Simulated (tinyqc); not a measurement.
What each parameter does: two-band k.p model of the X valleys of a zinc-blende crystal.

k along the valley axis, counted from X, c = hbar^2/2m0, e = c k^2/ml. H = [[e - D/2, i P k], [-i P k, e + D/2]] with P^2 = D0 c/ml, so E = e -/+ sqrt(D^2/4 + D0 e). For D = 0 (diamond lattice) the bands cross at X.

With x = D/D0: for x < 1 the minima lie at k_m = sqrt(ml D0 (1 - x^2)/(4 c)), the hump at X has the height dE = (D0/4)(1 - x)^2 and the mass at the minimum is ml/(1 - x^2); the mass at X is ml/(1 - 1/x), negative for x < 1. For x > 1 the minimum is at X.

Thermal masses along the axis for one X point, lower band, E from the minimum, on 1601 points from -0.8 to 0.8 1/angstrom: density-of-states mass m_d = c I^2/(pi kT), I = integral of exp(-E/kT) dk; conductivity mass m_c = 2 c kT/<(dE/dk)^2> with central differences.

Constants: hbar^2/2m0 = 3.80998211 eV angstrom^2; kB = 8.617333262e-05 eV/K.

Values chosen for the exercise (of the order of those of AlAs; shifted at random, so the results belong to these values and not to a real crystal): D = 0.372 eV (splitting of the two conduction levels at X); D0 = 0.153 eV (coupling energy); ml = 0.631 m0 (mass along the axis from remote bands); T = 20 K (temperature).

Shape of the lower band and thermal masses. Each row changes one parameter from the base and keeps the others.

Results:

| case | k_m (1/angstrom) | dE (meV) | m_d (m0) | m_c (m0) |
|---|---|---|---|---|
| base | 0.0000 | 0.000 | 1.068 | 1.065 |
| D = 0.3832 eV | 0.0000 | 0.000 | 1.047 | 1.044 |
| D0 = 0.1484 eV | 0.0000 | 0.000 | 1.047 | 1.044 |
| ml = 0.6121 m0 | 0.0000 | 0.000 | 1.036 | 1.033 |
| T = 20.6 K | 0.0000 | 0.000 | 1.068 | 1.065 |

The largest shifts from the base row, up to three for each result and ties (the steps differ in size, so this ranks the rows, not the parameters). k_m (1/angstrom): unchanged at the printed digits by D, D0, ml and T. dE (meV): unchanged at the printed digits by D, D0, ml and T. m_d (m0): ml -0.032, D0 -0.022, D -0.021; unchanged at the printed digits by T. m_c (m0): ml -0.032, D0 -0.021, D -0.020; unchanged at the printed digits by T.

Computed by tinyqc, a small Python program: `OMP_NUM_THREADS=1 python tinyqc.py 1881123 1881124 out.jsonl` (the numbers bound the seed that draws the inputs); one thread of a shared host (Intel(R) Xeon(R) Processor @ 2.30GHz), about 0.01 s for the whole set of steps.
